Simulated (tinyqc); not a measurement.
Inside a calculation. Model: capillary instabilities by surface diffusion: grooving and agglomeration of films, edge retraction, wire break-up and smoothing of roughness. Computed by tinyqc, a small Python program that keeps every step. Command: `OMP_NUM_THREADS=1 python tinyqc.py 3003590 3003591 out.jsonl dewet walk`. One thread of a shared host (Intel(R) Xeon(R) Processor @ 2.30GHz), about 0.01 s of CPU time with the checks. Intermediate numbers are printed to about 6 digits and carried at full precision; extremes and crossings named in words are read from the listed rows.

Isotropic surface energy; shapes change by surface diffusion alone.

Inputs (values chosen for the exercise, of the order of those of a gold film): surface energy gamma_s = 1.32 J/m^2; grain-boundary energy gamma_b = 0.41 J/m^2; interface energy gamma_i = 1.2 J/m^2; contact angle on the substrate theta = 80 degrees; atomic volume Omega = 17 angstrom^3; surface sites nu = 15 1/nm^2; prefactor D0 = 0.00091 m^2/s; activation energy Q = 0.866 eV; temperature T = 508 K; time t = 5500 s; film thickness h = 22 nm; grain radius R = 90 nm; wire radius r = 27 nm; initial ripple over radius = 0.05; roughness wavelength lambda = 39 nm.

Grooves: at the surface and the interface.

Constants: k_B = 8.617333262e-05 eV/K; k_B = 1.380649e-23 J/K.

## The Mullins constant

B = D_s nu gamma_s Omega^2/(k_B T), D_s = D0 exp(-Q/(k_B T)).

D_s = 2.33136e-12 m^2/s

B = 1.90206e+06 nm^4/s

length (B t)^(1/4) = 319.814 nm

Lengths grow as t^(1/4): doubling one takes 16 times as long, or roughly 88 K more.

## Will grooves cut through?

Groove angle beta: sin(beta) = gamma_b/(2 gamma). For circular grains of radius R with spherical caps the groove ends (measured from the mean surface) at the depth R g(beta), g = (2 - 3 cos beta + cos^3 beta)/(3 sin^3 beta). The film parts if R [g(beta_s) + g(beta_i)] > h.

beta_s = 8.93437 degrees

beta_i = 9.83627 degrees

sum of g = 0.0822730

critical R/h = 12.1547

final depth over h = 0.336571

The grooves stop short by this estimate; triple junctions groove deeper and may still open.

## Groove growth in time

Mullins' isolated groove: depth below the flat surface d = 0.780 m (B t)^(1/4), m = tan(beta_s), width between the ridges 4.6 (B t)^(1/4); time to reach h: (h/(0.780 m))^4/B.

groove depth = 39.2169 nm

groove width = 1471.14 nm

time to reach the substrate = 544.705 s

Caution: this depth exceeds the film thickness, so the isolated-groove formula no longer applies. Caution: the grooves of neighbouring boundaries overlap, so the depth levels off at its final value. Caution: the grains are too small for the surface groove ever to reach the depth h.

## Retraction of a straight edge

A rim shaped as a circular segment with contact angle theta holds the area h x; its radius r obeys r^2 (theta - sin theta cos theta) = h x. To advance, the edge must carry a strip of the rim height H = r (1 - cos theta) over the rim, driven by the curvature 1/r over the distance r theta (the scaling argument of Brandon and Bradshaw): H dx/dt = B/(theta r^2) gives x^(5/2) = (5/2) B t c^(3/2)/(theta (1 - cos theta) h^(3/2)), c = theta - sin theta cos theta.

retraction x = 2452.67 nm

rim height H = 173.414 nm

present speed = 0.178376 nm/s

The rim is 7.9 times the film thickness. x goes as t^(2/5) h^(-3/5): thin films retract faster.

## Break-up of a free wire

A wire with r + A cos(k z) has dA/dt = (B/r^4) (kr)^2 [1 - (kr)^2] A: unstable for wavelengths above 2 pi r, fastest at kr = 1/sqrt 2 with the rate B/(4 r^4); break-up time about (4 r^4/B) ln(r/A0); each wavelength makes a sphere of radius (3 r^2 lambda_m/4)^(1/3).

fastest wavelength = 239.916 nm

break-up time = 3.34806 s

radius of the spheres = 50.8100 nm

t over the break-up time = 1642.74

The wire breaks up within t. Caution: faceting can stabilise wires along low-index directions.

## Smoothing against break-up

Roughness of wavelength lambda on a flat face decays as exp[-B (2 pi/lambda)^4 t]; the smoothing time is that for a factor e^3.

Times (s); the last column is (h/(0.780 tan beta_s))^4/B:
```
T (K)   B (nm^4/s)    smoothing  wire break-up  groove to depth h
432    6.88888e+04  6.46415e-02    9.24420e+01        1.50396e+04
457    2.32483e+05  1.91544e-02    2.73922e+01        4.45652e+03
483    7.18538e+05  6.19741e-03    8.86274e+00        1.44190e+03
508    1.90206e+06  2.34118e-03    3.34806e+00        5.44705e+02
533    4.58497e+06  9.71234e-04    1.38893e+00        2.25970e+02
559    1.05078e+07  4.23789e-04    6.06049e-01        9.85998e+01
610    4.32871e+07  1.02873e-04    1.47116e-01        2.39347e+01
```

All times share 1/B, so their ratios do not depend on T: break-up over smoothing is 1400. An anneal can smooth this roughness well before the wire breaks. Smoothing is safe for lambda well below 2 pi r, above which a ripple along the wire grows instead. B spans 2.8 decades over these rows.

Checks made by the program: g against the volume of a spherical cap (relative difference below 1e-10).
